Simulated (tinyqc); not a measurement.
From results back to parameters: k.p values derived from sp3s* tight binding at Gamma. Three cases, with inputs chosen for the exercise.

Problem. The electron mass obeys m0/m = A + Ep/EG, where A gathers the direct term and the higher bands, and Ep = P^2/c with c = hbar^2/2m0, P = (a/4)(sa pc Vsapc + sc pa Vscpa). The mass comes from a hidden Vscpa (s cation, p anion); sa, sc are the anion and cation parts of S+, the upper s level at Gamma, and pa, pc those of P-, the lower p level (P+ is the upper one).

Constants: hbar^2/2m0 = 3.80998211 eV angstrom^2.

Case 1.

Values chosen (out of a larger set: near a published set for Ge, fitted to gaps, whose masses and valley positions are rough; not measured data): a = 5.661 angstrom (lattice constant); Vsapc = 5.445 eV (s anion, p cation).

m = 0.0709963 m0
A = -1.78661
EG = 0.982000 eV

sa, sc, pa, pc: 0.707107  -0.707107  0.707107  -0.707107

Case 2.

Values chosen (out of a larger set: near a published set for GaAs, fitted to gaps, whose masses and valley positions are rough; not measured data): a = 5.649 angstrom (lattice constant); Vsapc = 4.44 eV (s anion, p cation).

m = 0.1188471 m0
A = -1.55345
EG = 1.541706 eV

sa, sc, pa, pc: 0.549139  -0.835731  0.883851  -0.467768

Case 3.

Values chosen (out of a larger set: near a published set for AlAs, fitted to gaps, whose masses and valley positions are rough; not measured data): a = 5.662 angstrom (lattice constant); Vsapc = 5.102 eV (s anion, p cation).

m = 0.3032129 m0
A = -1.61247
EG = 3.096506 eV

sa, sc, pa, pc: 0.533088  -0.846060  0.883341  -0.468731

Find: Ep; Vscpa.

Solution. Ep = (m0/m - A) EG gives |P|; both terms of P have the sign of sc pa, and the linear relation gives Vscpa. A is held fixed, though its part from P+ also depends on Vscpa.

Case 1.

Ep = 15.59 eV
Vscpa = 5.45 eV

Case 2.

Ep = 15.37 eV
Vscpa = 5.79 eV

Case 3.

Ep = 15.21 eV
Vscpa = 5.49 eV

Computed by tinyqc, one run a case: `OMP_NUM_THREADS=1 python tinyqc.py N N+1 out.jsonl` with N = 1481777, 1481784, 1482010; one thread of a shared Intel(R) Xeon(R) Processor @ 2.30GHz, about 0.01 s a run at most.
